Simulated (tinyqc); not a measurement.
The same stress in different states: Raman shift of the zone-centre optical phonon of a diamond-structure crystal under stress. Computed by tinyqc, a small Python program. Command: `OMP_NUM_THREADS=1 python tinyqc.py 3002728 3002729 out.jsonl ramanstress walk`. One thread of a shared host (Intel(R) Xeon(R) Processor @ 2.30GHz), about 0.01 s of CPU time with the checks.

Axes x, y, z are the cube axes. Strain shifts the threefold optical mode and can split it; p, q and r are the phonon deformation potentials.

Inputs (values chosen for the exercise, modelled on diamond): unstrained frequency omega_0 = 1333 1/cm; p/omega_0^2 = -2.85; q/omega_0^2 = -1.7; r/omega_0^2 = -1.99; C11 = 1077 GPa; C12 = 124.8 GPa; C44 = 579.7 GPa; stress sigma (tension positive) = -0.61 GPa.

Stress state: biaxial. Axis: [001].

Method:
- S11 = (C11 + C12)/D, S12 = -C12/D, D = (C11 - C12)(C11 + 2 C12), S44 = 1/C44.
- eps_xx = S11 sigma_xx + S12 (sigma_yy + sigma_zz), and cyclic; eps_xy = S44 sigma_xy/2 (tensor strain).
- Secular matrix: M_xx = p eps_xx + q (eps_yy + eps_zz), M_xy = 2 r eps_xy; its eigenvalues are omega^2 - omega_0^2, and the shifts are these over 2 omega_0.
- Uniaxial: sigma n n^T; biaxial: sigma (1 - n n^T); hydrostatic: sigma 1. The line seen from (001) is taken as unresolved, at the intensity-weighted shift M_zz/(2 omega_0).

S44 = 1.72503 1/TPa

S11 = 0.951402 1/TPa

S12 = -0.0987976 1/TPa

Shifts (1/cm):
```
state                  lowest  middle  highest  line seen from (001)
uniaxial [100]         0.4748  0.4748   0.9658                0.4748
uniaxial [110]         0.0225  0.4748   1.4181                0.4748
uniaxial [001]         0.4748  0.4748   0.9658                0.9658
uniaxial [111]         0.1733  0.1733   1.5689                0.6385
biaxial, normal [001]  0.9496  1.4406   1.4406                0.9496
biaxial, normal [111]  0.3465  1.7422   1.7422                1.2770
hydrostatic            1.9154  1.9154   1.9154                1.9154
```

What follows from these numbers?

Seen from (001), uniaxial stress along [100] and along [110] give the same shift (0.475), and equal biaxial stress in the plane gives twice as much (0.950), since only sigma_xx + sigma_yy and sigma_zz enter M_zz. Stress along [001] gives 0.966. One measured shift therefore fixes the stress only once its state is assumed: read as uniaxial in the plane, a shift implies twice the stress that it does read as biaxial.

Extremes, crossings and ranges named in words are read from the listed rows.
